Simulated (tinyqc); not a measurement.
Plasmons of a degenerate electron gas in the random-phase approximation, step by step. Values are carried at full precision from step to step, so a last printed digit may differ when a step is redone from the rounded ones.

Zero temperature, parabolic band: kF = (3 pi^2 n)^(1/3), EF = c kF^2/m, Ep^2 = 8 pi c e2 n/(m eb), qTF^2 = 6 pi e2 n/(eb EF), c = hbar^2/2m0, e2 = e^2/(4 pi eps0), n in 1/angstrom^3 (1e-24 per 1/cm^3).

Constants: hbar^2/2m0 = 3.80998211 eV angstrom^2; e^2/(4 pi eps0) = 14.39964547 eV angstrom; a0 (Bohr radius) = 0.5291772105 angstrom.

Values chosen for the exercise (mass and background constant near those of GaN; polar phonons, which mix with the plasmon in the real crystal, and the rise of the mass with filling are left out; the results hold for these values, not for the real material):
- n = 2.3e+19 1/cm^3 (electron density)
- m = 0.197 m0 (mass)
- eb = 5.42 (background dielectric constant)
- q = 0.113 1/angstrom (wave vector)
- E = 271 meV (energy transfer)
- qp = 0.051 1/angstrom (wave vector of the plasmon)

## Scales of the gas

Also rs = (3/(4 pi n))^(1/3) m/(a0 eb).

kF = 0.087980 1/angstrom
EF = 149.70 meV
Ep = 172.34 meV
qTF = 0.087716 1/angstrom
hbar vF = 3.4031 eV angstrom
rs = 1.498

Ep/EF = 1.151. With rs above 1 exchange and correlation, left out here, lower the dispersion noticeably. Ep lies within a factor 2 of the LO phonon of such a crystal (about 92 meV), so the real modes are coupled plasmon-phonon branches.

## The dielectric function at one point

Lindhard function: eps(q, E)/eb = 1 + (qTF/q)^2 (f1 + i f2) with z = q/(2 kF), u = E/(hbar vF q), hbar vF = 2 c kF/m; f1 = 1/2 + [h(z - u) + h(z + u)]/(8 z), h(x) = (1 - x^2) ln|(x + 1)/(x - 1)|; f2 = pi u/2 for z + u < 1, (pi/(8 z))(1 - (z - u)^2) for |z - u| < 1 < z + u, else 0. Pairs exist for c (q^2 - 2 q kF)/m < E < c (q^2 + 2 q kF)/m.

E in eV is E/1000. Give also the loss function Im(-eb/eps).

z, u: 0.6422  0.7047

f1, f2: 0.1727  0.6091

eps/eb = 1.104+0.367i
loss function = 0.271

The point lies inside the pair continuum, so eps has an imaginary part.

## The plasmon at one wave vector

Solve f1 (qTF/q)^2 = -1 above the continuum, and compare with E^2 = Ep^2 + (3/5)(hbar vF q)^2 + (c q^2/m)^2.

top of the continuum = 223.9 meV
plasmon energy = 235.1 meV
short formula = 224.3 meV

The plasmon lies 11.23 meV above the continuum and 36.4 % above Ep; the short formula errs by -4.60 %.

## Where Landau damping starts

Find qc at which the plasmon meets the top of the continuum, eps(qc, c (qc^2 + 2 qc kF)/m) = 0, and compare with Ep/(hbar vF).

qc = 0.05749 1/angstrom
qc/kF = 0.653
energy there = 259.6 meV
Ep/(hbar vF) = 0.05064 1/angstrom

The simple estimate is 0.881 times qc.

## Checks

- F-sum of the loss function at q = 1.3 qc over (pi/2) Ep^2 against 1: both 1.00.
- f1 at E = 0 and z = 0.6 against the static Lindhard function: both 0.86968.

Computed by tinyqc, a small Python program: `OMP_NUM_THREADS=1 python tinyqc.py 1681524 1681525 out.jsonl` (the numbers bound the seed that draws the inputs); one thread of a shared host (Intel(R) Xeon(R) Processor @ 2.30GHz), about 0.01 s for the whole set of steps.
